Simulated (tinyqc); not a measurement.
Input admittance of a MOSFET at zero drain bias: distributed channel and distributed gate: one step of the calculation.

Source and drain grounded, strong inversion, w = 2 pi f, Cox = eps0 eox/tox. The channel is an RC line of resistance 1/(mu Cox Vo) per square fed from both ends, so one finger has the intrinsic admittance y = i w Cox L tanh(g)/g per width, g = (1/2) sqrt(i w tau), tau = L^2/(mu Vo). The vertical resistance rv/L is in series with y, the overlaps 2 i w Cov in parallel: y_t = 1/(1/y + rv/L) + 2 i w Cov. The gate strip is a line of Rsh/L per length loaded by y_t, so a finger has Y = y_t Wf tanh(k)/k, k = (Wf/sd) sqrt(y_t Rsh/L); the device has Nf Y.

Task. Admittance of the channel and stack per width. tau, g, c = Cox L, y and y_t as defined.

Parameters, values chosen for the exercise; values of the order met in silicon radio-frequency transistors: relative permittivity of the gate insulator (close to silicon dioxide) eox = 3.9; insulator thickness tox = 2.7 nm; channel length L = 1.7 um; channel mobility mu = 300 cm^2/(V s); gate overdrive Vo = 0.52 V; vertical resistivity of the gate stack rv = 0 ohm um^2; overlap and fringe capacitance on each side Cov = 0.3 fF/um; frequency f = 0.96 GHz.

Constants: eps0 = 8.8541878128e-14 F/cm where lengths are in cm. Results are converted to the units shown.

Wanted: tau; g; c; y; y_t.

Result.

tau = 185.26 ps
g = 0.37374+0.37374i
c = 21.742 fF/um
y = 12.06+129.80i uS/um
y_t = 12.06+133.42i uS/um

w tau = 1.12, and Im y is 0.990 of w c.

Numbers from tinyqc (`OMP_NUM_THREADS=1 python tinyqc.py 2262245 2262246 out.jsonl`; about 0.01 s on one thread of a shared Intel Xeon 2.30GHz).
